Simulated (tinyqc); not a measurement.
# Retention against temperature

Retention: filled traps are spread evenly in depth from E1 to E2, and each empties at the rate nu exp(-E/kB T). The share left is the mean of exp(-nu t exp(-E/kB T)) = [kB T/(E2 - E1)] [E1x(nu t exp(-E2/kB T)) - E1x(nu t exp(-E1/kB T))], E1x the exponential integral; traps shallower than about Ed = kB T ln(nu t) are empty. t = 3.15576e8 s; the last column is the bake time at 523 K with the same Ed.

Values chosen for this exercise:
- E1 = 0.98 eV (shallowest trap depth)
- E2 = 2.15 eV (deepest trap depth)
- nu = 1e13 1/s (attempt frequency)

Constants: q = 1.602176634e-19 C, kB = 1.380649e-23 J/K, Vt = kB T/q. Results are converted to the units shown.

Results:
```
T (K)  Ed (eV)  share left  equivalent bake at 523 K (s)
300      1.280      0.7310                        0.2149
328      1.399      0.6278                         3.042
378      1.613      0.4433                         345.6
398      1.698      0.3696                          2295
423      1.804      0.2773                       2.446e4
448      1.911      0.1852                       2.607e5
```

Estimate the missing row, T = 358 K.

Computed row:
```
T (K)  Ed (eV)  share left  equivalent bake at 523 K (s)
358      1.527      0.5171                         52.05
```

With this row back in the table: The share left falls from 0.731 to 0.185. Apart from the width of the edge only the product T ln(nu t) counts, so ten years at 358 K equal 52.0 s at 523 K; no single activation energy describes the loss, since Ed itself moves.

Computed by the program tinyqc: `OMP_NUM_THREADS=1 python tinyqc.py 2130153 2130154 out.jsonl`, one thread of a shared Intel Xeon 2.30GHz, about 0.06 s for the whole run.
